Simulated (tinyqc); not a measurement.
Energy and delay of logic against supply voltage: optimum supplies against the threshold voltage at zero drain bias.

One expression serves below and above threshold: I(Vg) = Ik [ln(1 + exp((Vg - VT + dd V)/(al nf Vt)))]^al, with I_on = I(V) and I_off = I(0). Gate delay td = kd C V/I_on, clock period LD td. Per gate and cycle the switching energy is act C V^2 and the leakage energy I_off V LD td. No short-circuit current, no variation. Minima are sought above 0.09 V; below a few Vt gates no longer switch and the model has no meaning.

V_min minimises the energy and V_EDP the product of energy and td.

Values chosen for this exercise; values of the order met in logic technologies:

| symbol | value | unit | meaning |
|---|---|---|---|
| T | 330 | K | temperature |
| nf | 1.18 |  | slope factor |
| dd | 0.06 |  | barrier lowering per volt of supply |
| Ik | 0.63 | uA | specific current of a gate |
| al | 1.49 |  | exponent of the current law |
| C | 0.68 | fF | load capacitance of a gate |
| kd | 0.7 |  | delay factor |
| LD | 40 |  | logic depth |
| act | 0.1 |  | activity factor |

Constants: q = 1.602176634e-19 C, kB = 1.380649e-23 J/K, Vt = kB T/q. Results are converted to the units shown.

Result of one run:
```
V_min (V),energy at V_min (aJ),leakage share (%),clock at V_min (MHz),V_EDP (V),clock at V_EDP (GHz)
0.2156,4.687,32.54,3.864,0.6559,0.8979
```

Which threshold voltage at zero drain bias VT gave this result: 0.15, 0.3, 0.35, 0.5 or 0.55 V?

VT = 0.35 V.

The whole series:
```
VT (V),V_min (V),energy at V_min (aJ),leakage share (%),clock at V_min (MHz),V_EDP (V),clock at V_EDP (GHz)
0.15,0.2055,9.255,68.98,319.9,0.3725,0.9495
0.2,0.2137,6.368,51.26,153.2,0.4081,0.8034
0.25,0.2151,5.263,40.23,54.29,0.4758,0.7866
0.3,0.2155,4.844,34.83,15.46,0.5632,0.8359
0.35,0.2156,4.687,32.54,3.864,0.6559,0.8979
0.4,0.2157,4.629,31.64,0.9076,0.7495,0.9585
0.45,0.2157,4.608,31.30,0.2078,0.8433,1.016
0.5,0.2158,4.600,31.18,0.04711,0.9371,1.070
0.55,0.2158,4.597,31.13,0.01064,1.031,1.121
```

As VT goes from 0.15 to 0.55, V_min rises from 0.205 to 0.216 V, the energy there falls from 9.26 to 4.60 aJ, the clock there falls from 320 to 0.0106 MHz and V_EDP rises from 0.372 to 1.03 V. V_min lies below VT for VT = 0.25, 0.3, 0.35, 0.4, 0.45, 0.5, 0.55 V. As VT grows, I_on too becomes a subthreshold current, VT cancels more and more from the energy, and it mainly sets the clock.

Program tinyqc, `OMP_NUM_THREADS=1 python tinyqc.py 2082037 2082038 out.jsonl`; Intel Xeon 2.30GHz, shared host, one thread, about 0.01 s.
